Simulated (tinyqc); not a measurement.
Changing the anneal time t: equilibrium and kinetic segregation of a solute to boundaries and growing surfaces. Computed by tinyqc, a small Python program. Command: `OMP_NUM_THREADS=1 python tinyqc.py 3006924 3006925 out.jsonl segreg sweep`. One thread of a shared host (Intel(R) Xeon(R) Processor @ 2.30GHz), about 0.01 s of CPU time with the checks.

Inputs (values chosen for the exercise, for a model alloy): segregation energy Q = 0.25 eV; interaction z w (positive attracts) = -0.042 eV; total solute fraction x0 = 0.00059; temperature T = 975 K; boundary thickness delta = 0.67 nm; bulk diffusivity D = 1.1e-19 m^2/s; mixing = 0.3.

Isotherm: Fowler-Guggenheim.

Constants: k_B = 8.617333262e-05 eV/K.

Method:
- With theta the solute fraction on boundary sites and x that in the grains, theta/(1 - theta) = [x/(1 - x)] exp[(Q + z w theta)/(k_B T)].
- The coverage theta_inf is that for x = x0. Start at theta = 0; theta(new) = theta + mixing (theta(out) - theta); stop below 1e-10, 80 steps at most.
- McLean kinetics from a uniform start, fed from both sides, with a constant enrichment beta = theta_inf/x0: (theta - x0)/(theta_inf - x0) = 1 - exp(s^2) erfc(s), s = 2 sqrt(D t)/(beta delta); half filling at s = 0.7691, t = (0.7691 beta delta/2)^2/D. D is an input and does not follow T.

One run for each value:
```
anneal time t (s)  degree of filling        s
0.0037                       0.00352  0.00312
0.015                        0.00706  0.00629
0.064                        0.01449  0.01299
0.26                         0.02888  0.02619
1.1                          0.05799  0.05386
4.6                          0.11309  0.11014
19                           0.20981  0.22385
79                           0.36128  0.45645
330                          0.55337  0.93291
```

What does the table show, and why?

Over the rows, degree of filling rises from 0.00352 to 0.553 (exponent d ln y / d ln x 0.50 between the first rows and 0.30 between the last); s rises from 0.00312 to 0.933 (exponent d ln y / d ln x about 0.50 throughout). At the low end the exponent of degree of filling is 0.50, close to 0.50: early filling goes as sqrt(D t).
